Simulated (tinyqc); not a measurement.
# Quantum-well laser, gain and threshold: several studies

One electron and one heavy-hole subband per well, parabolic, with equal sheet densities n of electrons and holes; k-conserving transitions, TE polarisation, no line broadening, so the gain starts as a step at E0 and peaks there. All wells are pumped alike.

Inputs (values chosen for the exercise); well values close to those of InGaN:
```
symbol,value,unit,meaning
T,293,K,temperature
E0,2.74,eV,lowest transition energy
me,0.187,m0,in-plane electron mass
mh,1.06,m0,in-plane hole mass
Ep,16.1,eV,Kane energy
nr,2.46,,refractive index
Lw,4,nm,well width
Nw,3,,number of wells
Gw,0.029,,optical confinement per well
ai,2,1/cm,internal loss
Lc,750,um,cavity length
R1,0.3,,front reflectance
R2,0.9,,back reflectance
A,7.8e7,1/s,defect recombination coefficient
B,5.5e-5,cm^2/s,radiative coefficient per well
C,3.4e-18,cm^4/s,Auger coefficient per well
eta,0.92,,injection efficiency
Wd,2,um,stripe width
```

Constants: q = 1.602176634e-19 C, kB = 1.380649e-23 J/K, eps0 = 8.8541878128e-12 F/m, hbar = 1.054571817e-34 J s, m0 = 9.1093837015e-31 kg, c = 299792458 m/s, Vt = kB T/q. Results are converted to the units shown.

Each table varies one quantity; the others keep the values above.

## Effect of the number of wells

Nc = me kB T/(pi hbar^2), Nv = mh kB T/(pi hbar^2), mr = me mh/(me + mh) in m0, g0(E) = q^2 Ep mr/(4 nr eps0 c hbar E Lw) (squared momentum element m0 Ep/4, joint density of states mr/(pi hbar^2 Lw) for both spins). Peak gain g(n) = g0(E0)[1 - exp(-n/Nc) - exp(-n/Nv)]. Mirror loss am = ln(1/(R1 R2))/(2 Lc); threshold gain gth = (ai + am)/(Nw Gw). nth solves g(n) = gth and ntr solves g(n) = 0. Jth = q Nw (A n + B n^2 + C n^3)/eta at n = nth, Ith = Jth Wd Lc; differential efficiency of both facets eta am/(ai + am).

The same in every row: ntr (cm^-2) = 2.907e12; differential efficiency = 0.7485.

Result of one run:
```
Nw  gth (1/cm)  nth (cm^-2)  Jth (A/cm^2)  Ith (mA)
4        92.49     2.930e12         547.8     8.218
```

What becomes of these results when the number of wells Nw is changed from 4 to 6, all else the same?

Result of the changed run:
```
Nw  gth (1/cm)  nth (cm^-2)  Jth (A/cm^2)  Ith (mA)
6        61.66     2.923e12         817.8     12.27
```

The whole series:
```
Nw  gth (1/cm)  nth (cm^-2)  Jth (A/cm^2)  Ith (mA)
1        370.0     3.001e12         143.0     2.145
2        185.0     2.954e12         277.9     4.168
3        123.3     2.938e12         412.9     6.193
4        92.49     2.930e12         547.8     8.218
5        73.99     2.926e12         682.8     10.24
6        61.66     2.923e12         817.8     12.27
8        46.25     2.919e12          1088     16.32
10       37.00     2.917e12          1358     20.37
```

As Nw goes from 1 to 10, gth falls from 370 to 37.0 1/cm, Jth rises from 143 to 1360 A/cm^2 and Ith rises from 2.15 to 20.4 mA. Each added well must be pumped to transparency, which costs more than the lower gain saves.

## Effect of the internal loss

Same model as above.

The same in every row: ntr (cm^-2) = 2.9074e12.

Effect of the internal loss:
```
ai (1/cm)  gth (1/cm)  nth (cm^-2)  Jth (A/cm^2)  Ith (mA)  differential efficiency
1              111.83    2.9353e12        412.12    6.1817                  0.82544
2              123.32    2.9382e12        412.85    6.1928                  0.74850
4              146.31    2.9439e12        414.33    6.2149                  0.63089
8              192.29    2.9555e12        417.30    6.2596                  0.48004
12             238.26    2.9672e12        420.30    6.3045                  0.38741
20             330.22    2.9906e12        426.37    6.3956                  0.27953
30             445.16    3.0201e12        434.10    6.5115                  0.20735
40             560.10    3.0500e12        441.98    6.6297                  0.16480
```

What does the comparison show?

As ai goes from 1 to 40 1/cm, gth rises from 112 to 560 1/cm, Jth rises from 412 to 442 A/cm^2 and Ith rises from 6.18 to 6.63 mA.

## Peak gain against carrier density

Same model as above.

Fc + Fv = Vt [ln(exp(n/Nc) - 1) + ln(exp(n/Nv) - 1)]; dg/dn is the differential gain; J = q (A n + B n^2 + C n^3) per well.

Peak gain against carrier density:
```
n (cm^-2)  Fc + Fv (eV)  g at E0 (1/cm)  dg/dn (cm)  J (A/cm^2)
1.5e12         -0.04571           -7439    6.859e-9       40.41
2e12           -0.02693           -4329    5.630e-9       64.60
2.7e12        -0.005613          -866.6    4.335e-9       108.7
3.7e12          0.01954            2797    3.088e-9       194.5
5e12            0.04746            6122    2.119e-9       350.9
6.9e12          0.08356            9363    1.384e-9       684.7
9.4e12           0.1271         1.219e4   9.336e-10        1349
1.3e13           0.1863         1.493e4   6.236e-10        2848
1.7e13           0.2498         1.700e4   4.275e-10        5435
```

The gain at E0 changes sign where Fc + Fv does, at n = 2.91e12 cm^-2, and reaches 17000 1/cm in the last row, 0.78 of its ceiling g0 = 21800 1/cm. The differential gain falls from 6.86e-9 to 4.27e-10 cm as the band-edge states fill, while J rises from 40.4 to 5440 A/cm^2. For n = 9.4e12 to 1.7e13 cm^-2 Fc + Fv passes 0.12 eV, where higher subbands and leakage over the barriers, left out here, set in.

Range of the model: Polarisation fields, which separate electrons and holes in nitride wells and lower the gain, are left out.

tinyqc, about 0.01 s, one thread, Intel Xeon 2.30GHz (shared host): `OMP_NUM_THREADS=1 python tinyqc.py 2840131 2840132 out.jsonl`
